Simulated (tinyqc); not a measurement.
Inside a calculation. Model: on-chip interconnect, size-dependent resistivity and RC delay.

Computed by the program tinyqc: `OMP_NUM_THREADS=1 python tinyqc.py 2100078 2100079 out.jsonl`, one thread of a shared Intel Xeon 2.30GHz, about 0.01 s for the whole run. Printed values are rounded.

A rectangular line between two neighbours and two ground planes. Surface and grain-boundary scattering are added to the bulk resistivity as corrections; capacitances are parallel-plate values without fringing; inductance is ignored.

Values chosen for this exercise; metal values close to those of copper: bulk resistivity rho0 = 1.67 uohm cm; bulk mean free path lam = 40.6 nm; specular share of surface scattering ps = 0; reflection coefficient of grain boundaries Rg = 0.25; grain size over the metal width gr = 1; drawn line width wd = 100 nm; aspect ratio, height over width AR = 1.9; liner on both walls and the bottom, not conducting tl = 2.1 nm; space to the neighbouring lines sp = 100 nm; dielectric height to the planes above and below hd = 130 nm; relative permittivity of the dielectric ek = 4.2; Miller factor of the neighbours Mf = 1; line length Lw = 270 um; driver resistance Rd = 1400 ohm; load capacitance Cl = 0.14 fF; time step dt = 12 ps.

Constants: eps0 = 8.8541878128e-12 F/m. Results are converted to the units shown.

## Resistivity, resistance and capacitance per length

Metal width x = wd - 2 tl, height y = AR wd - tl; grain boundaries (Mayadas-Shatzkes): al = (lam/(gr x)) Rg/(1 - Rg), g = 1/[1 - 3 al/2 + 3 al^2 - 3 al^3 ln(1 + 1/al)] - 1; surfaces (Fuchs-Sondheimer, thick limit): s = (3/8) lam (1 - ps)(1/x + 1/y); rho = rho0 (1 + g + s); r = rho/(x y); c = eps0 ek (2 wd/hd + 2 Mf AR wd/sp).

x = 95.8 nm
y = 187.9 nm
al = 0.141267
g = 0.204385
s = 0.239952
rho = 2.41204 uohm cm
r = 1.33996 ohm/um
c = 0.198525 fF/um

rho is 1.44 times the bulk value; surfaces add more (0.240 against 0.204). The liner takes 5.26 % of the cross-section.

## Ladder and Elmore delays

5 equal pi sections: series Rs = r Lw/5; node capacitances c Lw/5, halved at nodes 0 and 5, with Cl added to node 5; Rd feeds node 0. Elmore delay of node k: the sum, over the resistors on the path to k, of resistance times all capacitance downstream of it.

Rs = 72.3580 ohm

```
node   C (fF)  Elmore delay (ps)
0     5.36016            75.2383
1     10.7203            78.7391
2     10.7203            81.4641
3     10.7203            83.4135
4     10.7203            84.5872
5     5.50016            84.9852
```

The far-end value equals Rd (c Lw + Cl) + r Lw (c Lw/2 + Cl) for any number of pi sections; the line resistance contributes 11.5 % of it.

## Step 1: node voltages after a time step

v at t = 0, node 0 to 5 (V): 0  0  0  0  0  0

A 1 V step is applied behind Rd at t = 0. C dv/dt = -G v + b, with G the conductance matrix of the ladder (1/Rs between neighbours, 1/Rd added at node 0) and b = (1 V/Rd, 0, ...). Backward Euler step: (C/dt + G) v(new) = (C/dt) v + b.

v at t = 1 dt, node 0 to 5 (V): 0.191009  0.155370  0.129775  0.112569  0.102639  0.099345

## Step 2: node voltages after a time step

As before.

v at t = 2 dt, node 0 to 5 (V): 0.300438  0.267819  0.242468  0.224402  0.213565  0.209898

## Course in time

A 1 V step is applied behind Rd at t = 0. C dv/dt = -G v + b, with G the conductance matrix of the ladder (1/Rs between neighbours, 1/Rd added at node 0) and b = (1 V/Rd, 0, ...). Backward Euler step: (C/dt + G) v(new) = (C/dt) v + b. The last column solves the same ladder exactly by its modes.

Voltages (V):
```
t (ps)  node 0  node 2  node 5  node 5, exact
12.00   0.1910  0.1298  0.0993         0.1019
24.00   0.3004  0.2425  0.2099         0.2243
36.00   0.3907  0.3396  0.3103         0.3302
48.00   0.4687  0.4242  0.3984         0.4216
60.00   0.5367  0.4978  0.4754         0.5005
72.00   0.5960  0.5621  0.5425         0.5687
84.00   0.6477  0.6181  0.6011         0.6275
96.00   0.6928  0.6670  0.6521         0.6784
108.0   0.7321  0.7096  0.6966         0.7223
120.0   0.7664  0.7467  0.7354         0.7602
132.0   0.7963  0.7792  0.7693         0.7929
144.0   0.8223  0.8074  0.7988         0.8212
```

The far end of the ladder reaches 0.5 V at 59.91 ps, 0.705 of its Elmore delay (ln 2 = 0.693 for a single pole); the slowest mode has a time constant of 81.79 ps. The largest error of the backward Euler steps at that node is 26 mV.
